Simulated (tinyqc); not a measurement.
Estimate of lattice thermal conductivity from elastic moduli (Slack, Klemens and Cahill formulas): one step, computed by the program tinyqc. Command: `OMP_NUM_THREADS=1 python tinyqc.py 3027870 3027871 out.jsonl slack walk`. One thread of a shared host (Intel(R) Xeon(R) Processor @ 2.30GHz), about 0.01 s of CPU time with the checks.

An isotropic solid.

Task: Velocities, Poisson ratio and Debye temperature. rho = M/V; vL = sqrt((B + 4G/3)/rho), vT = sqrt(G/rho); v_m = [(vL^-3 + 2 vT^-3)/3]^(-1/3); Poisson ratio sigma = (3B - 2G)/(6B + 2G); Theta = hbar v_m (6 pi^2/V)^(1/3)/k_B.

Inputs (values chosen for the exercise, for a model crystal):
```
quantity,value,unit
bulk modulus B,53.7,GPa
shear modulus G,36.8,GPa
volume per atom V,21.2,angstrom^3
mean atomic mass M,117,u
```

Grueneisen parameter: from thermal expansion.

Constants: u = 1.6605390666e-27 kg; hbar = 1.054571817e-34 J s; k_B = 1.380649e-23 J/K.

Give: density rho; vL; vT; v_m; Poisson ratio sigma; Debye temperature Theta.

Result:

density rho = 9164 kg/m^3

vL = 3349 m/s

vT = 2004 m/s

v_m = 2217 m/s

Poisson ratio sigma = 0.2211

Debye temperature Theta = 238.5 K
